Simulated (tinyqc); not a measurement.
Isochronal anneals: hydrogen passivation and dissociation of interface defects with a spread of activation energies. Computed by tinyqc, a small Python program. Command: `OMP_NUM_THREADS=1 python tinyqc.py 3019352 3019353 out.jsonl passivation walk`. One thread of a shared host (Intel(R) Xeon(R) Processor @ 2.30GHz), about 0.01 s of CPU time with the checks.

All defects start passivated and lose hydrogen by HP -> P + H; no hydrogen is supplied. Activation energies are normally distributed.

Inputs (values chosen for the exercise, for a model interface):
```
quantity                        value  unit
mean dissociation energy E_d     2.79    eV
spread s_d                       0.11    eV
prefactor k_d0                2.6e+13   1/s
anneal time t                    1600     s
```

Ambient: vacuum.

Constants: k_B = 8.617333262e-05 eV/K.

Method. b = k_d0 exp(-E_d/k_B T); the active share of one kind of site is 1 - exp(-b t). Full average: z from -5 to 5 in steps of 0.125 with normalised weights exp(-z^2/2), energy = mean + spread x z.

Same time, other temperatures:
```
T (K)     b (1/s)  active share, single energy  active share, spread
700    2.1274e-07                   3.4033e-04            1.7580e-03
750    4.6451e-06                   7.4047e-03            2.7045e-02
800    6.8984e-05                   1.0450e-01            2.0394e-01
850    7.4583e-04                   6.9679e-01            6.3814e-01
900    6.1896e-03                   9.9995e-01            9.4364e-01
950    4.1109e-02                   1.0000e+00            9.9781e-01
1000   2.2594e-01                   1.0000e+00            9.9998e-01
1050   1.0558e+00                   1.0000e+00            1.0000e+00
1100   4.2881e+00                   1.0000e+00            1.0000e+00
```

What does the comparison show, and why?

Hydrogen is lost over a window: solving the same formulas, the share goes from 10 to 90 % within 108 K with the spread and 66 K without, since weakly bound sites go early and strongly bound ones late; half is lost near 835 K, where k_B T ln(k_d0 t) is about E_d.
